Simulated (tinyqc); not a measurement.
Fully depleted semiconductor-on-insulator film with two gates, non-linear Poisson equation by Newton steps: charge against front-gate voltage.

One dimension across the film, front interface at x = 0, back interface at x = ts. psi is counted from the intrinsic level, n = ni exp(psi/Vt) (source grounded), holes neglected, acceptors ionised. Gates act through Cox = eps0 eox/tox and Cbox = 3.9 eps0/tb with potentials G1 = Vg - (phiM - chi - Vt ln(Nc/ni)) and G2 = Vb - (phiB - chi - Vt ln(Nc/ni)). Classical Boltzmann densities, no interface charge, no depletion in the back plane.

ni = sqrt(Nc Nv) exp(-Eg/(2 Vt)), Eg in volts. The Poisson equation eps0 eps_r d2psi/dx2 = q (n + Na), with -eps0 eps_r dpsi/dx = Cox (G1 - psi) at x = 0 and eps0 eps_r dpsi/dx = Cbox (G2 - psi) at x = ts, is solved on 300 equal intervals with half boxes at both ends; N_inv is the trapezoid sum of n. Swing = ln 10/(d ln N_inv/dVg); the last column is (dN_inv/dVb)/(dN_inv/dVg).

Inputs (values chosen for the exercise); band and dielectric values close to those of silicon:
- T = 300 K (temperature)
- Eg = 1.14 eV (band gap)
- eps_r = 11.6 (relative permittivity)
- Nc = 2.8e19 cm^-3 (conduction-band density of states at T)
- Nv = 2.68e19 cm^-3 (valence-band density of states at T)
- chi = 4.12 eV (electron affinity)
- eox = 3.9 (relative permittivity of the gate insulator (close to silicon dioxide))
- tox = 2.1 nm (insulator thickness)
- ts = 30 nm (film thickness)
- tb = 34 nm (buried-oxide thickness (eps_r 3.9))
- Na = 1e15 cm^-3 (acceptor density of the film)
- phiM = 4.31 eV (work function of the front gate)
- phiB = 4.62 eV (work function of the back plane)
- Vb = 0 V (back-gate voltage)

Constants: q = 1.602176634e-19 C, kB = 1.380649e-23 J/K, Vt = kB T/q, eps0 = 8.8541878128e-14 F/cm where lengths are in cm. Results are converted to the units shown.

Result of one run:
```
psi front (V)  psi back (V)  N_inv (cm^-2)  centroid/ts  swing (mV/decade)  q dN_inv/dVg over Cox  back/front leverage
0.598                 0.376        5.06e12       0.0555             1.25e3                  0.909               0.0576
```

Which front-gate voltage Vg gave this result: -0.17, -0.02, 0.43, 0.58 or 0.73 V?

Vg = 0.73 V.

The whole series:
columns A: Vg (V); B: psi front (V); C: psi back (V); D: N_inv (cm^-2); E: centroid/ts; F: swing (mV/decade); G: q dN_inv/dVg over Cox; H: back/front leverage
```
A           B       C        D       E       F        G       H
-0.32  0.0608  0.0625   2.36e5   0.505    70.5  7.50e-7   0.185
-0.17   0.204   0.173   3.38e7   0.402    68.7  1.10e-4   0.154
-0.02   0.347   0.282   5.31e9   0.311    69.2   0.0172   0.127
0.13    0.467   0.356  2.64e11   0.206     146    0.404  0.0919
0.28    0.528   0.370  1.16e12   0.125     366    0.713  0.0696
0.43    0.561   0.374  2.36e12  0.0876     641    0.827  0.0623
0.58    0.583   0.375  3.68e12  0.0678     939    0.880  0.0592
0.73    0.598   0.376  5.06e12  0.0555  1.25e3    0.909  0.0576
0.88    0.611   0.376  6.47e12  0.0473  1.57e3    0.927  0.0566
```

N_inv passes 1e11 cm^-2 at Vg = 0.0796 V. The swing starts at 70.5 mV a decade, against (1 + k) Vt ln 10 = 62.4 for a front channel with k = Cs Cbox/(Cox (Cs + Cbox)) = 0.0476, Cs = eps0 eps_r/ts; above threshold this column is no longer a subthreshold swing. The centroid falls from 0.505 to 0.0473 of ts and the leverage of the back gate falls from 0.185 to 0.0566. For Vg = 0.43, 0.58, 0.73, 0.88 the density at an interface exceeds 0.3 Nc, where Boltzmann statistics fail. For Vg = 0.43, 0.58, 0.73, 0.88 the classical centroid lies within 3 nm of an interface, where confinement, left out, would push it away.

Program tinyqc, `OMP_NUM_THREADS=1 python tinyqc.py 2190146 2190147 out.jsonl`; Intel Xeon 2.30GHz, shared host, one thread, about 0.5 s.
